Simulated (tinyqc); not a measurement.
Valley-orbit splitting of a donor ground state, with strain: one step, computed by the program tinyqc. Command: `OMP_NUM_THREADS=1 python tinyqc.py 3024244 3024245 out.jsonl valleyorbit walk`. One thread of a shared host (Intel(R) Xeon(R) Processor @ 2.30GHz), about 0.01 s of CPU time with the checks.

The basis is the 1s envelope in each valley; energies are counted from the unstrained conduction-band edge. The strain is e_s (a a^T - 1/3) for the unit stress axis a, so valley j along n_j moves by Xi_u e_s w_j with w_j = (n_j.a)^2 - 1/3: -1/3 for x and y, +2/3 for z.

Task: Populations and ionisation. H_jj = -(E_0 + Lambda) + Xi_u e_s w_j; H_jk = -Delta_2 between opposite valleys and -Delta_1 between perpendicular ones. z = sum over levels of exp(-(E - E_ground)/k_B T), the ground-state share being 1/z; N_c = 2 (2 pi m_e k_B T/h^2)^(3/2) sum_j exp(-(shift_j - lowest shift)/k_B T); n1 = N_c/(2 z) exp(-binding/k_B T), binding = lowest shift - E_ground; without compensation n = 2 N_D/(1 + sqrt(1 + 4 N_D/n1)) (Boltzmann statistics; p and higher states left out).

Inputs (values chosen for the exercise, modelled on donors in silicon):
```
quantity                                    value   unit
single-valley binding energy E_0             30.1    meV
central-cell shift Lambda                    3.94    meV
coupling Delta_1                             2.53    meV
coupling Delta_2                             1.85    meV
shear deformation potential Xi_u             9.01     eV
shear strain e_s                          3.7e-05      -
temperature T                                 200      K
donor density N_D                         3.6e+15  cm^-3
density-of-states mass of one valley m_e    0.334    m_0
```

Valleys: six along <100>. Stress axis: [001].

Constants: k_B = 8.617333262e-05 eV/K; m_0 = 9.1093837015e-31 kg; k_B = 1.380649e-23 J/K; h = 6.62607015e-34 J s.

Give: partition sum z; share of neutral donors in the ground state; N_c; n1; free electrons n.

Result:

partition sum z = 3.174

share of neutral donors in the ground state = 0.3150

N_c = 1.572e+19 cm^-3

n1 = 1.726e+17 cm^-3

free electrons n = 3.528e+15 cm^-3

Caution: k_B T exceeds a third of E_0, so the p and higher states, left out, hold part of the bound electrons.
